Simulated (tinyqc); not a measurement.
Short-period [001] superlattice in sp3s* tight binding: one step. Levels of the small cell. The numbers come from values chosen for the exercise (A near a published set for GaAs, B for AlAs).

H (eV):
```
          sa1       za1       *a1       sc1       zc1       *c1       sa2       za2       *a2       sc2       zc2
sa1  -8.16089         0         0  -3.22150   2.24150         0         0         0         0  -3.32300  -2.56050
za1         0   0.79361         0  -2.90000   0.97500  -2.40600         0         0         0   2.75250   0.94050
*a1         0         0   7.81761         0   2.42200         0         0         0         0         0  -2.26150
sc1  -3.22150  -2.90000         0  -2.65694         0         0  -3.22150   2.90000         0         0         0
zc1   2.24150   0.97500   2.42200         0   3.65606         0  -2.24150   0.97500  -2.42200         0         0
*c1         0  -2.40600         0         0         0   6.74406         0   2.40600         0         0         0
sa2         0         0         0  -3.22150  -2.24150         0  -8.16089         0         0  -3.32300   2.56050
za2         0         0         0   2.90000   0.97500   2.40600         0   0.79361         0  -2.75250   0.94050
*a2         0         0         0         0  -2.42200         0         0         0   7.81761         0   2.26150
sc2  -3.32300   2.75250         0         0         0         0  -3.32300  -2.75250         0  -1.59884         0
zc2  -2.56050   0.94050  -2.26150         0         0         0   2.56050   0.94050   2.26150         0   3.14416
*c2         0   2.50200         0         0         0         0         0  -2.50200         0         0         0

          *c2
sa1         0
za1   2.50200
*a1         0
sc1         0
zc1         0
*c1         0
sa2         0
za2  -2.50200
*a2         0
sc2         0
zc2         0
*c2   6.28916
```

Question. Diagonalise (s, pz, s* block of a cell with n = 1, m = 1; px and py are apart). The lowest 4 levels are filled. Give the share of the cation weight of the lowest empty level that lies on the A cations, c1.

Give: levels; share on A cations.

Answer.

levels (eV): -12.359  -10.058  -7.241  -0.218  1.909  1.946  2.465  4.415  6.521  7.818  10.114  11.166

share on A cations = 0.816

The lowest empty level is number 5, at 1.909 eV.

tinyqc: `OMP_NUM_THREADS=1 python tinyqc.py 1482735 1482736 out.jsonl`; about 0.3 s, one thread, shared Intel(R) Xeon(R) Processor @ 2.30GHz.
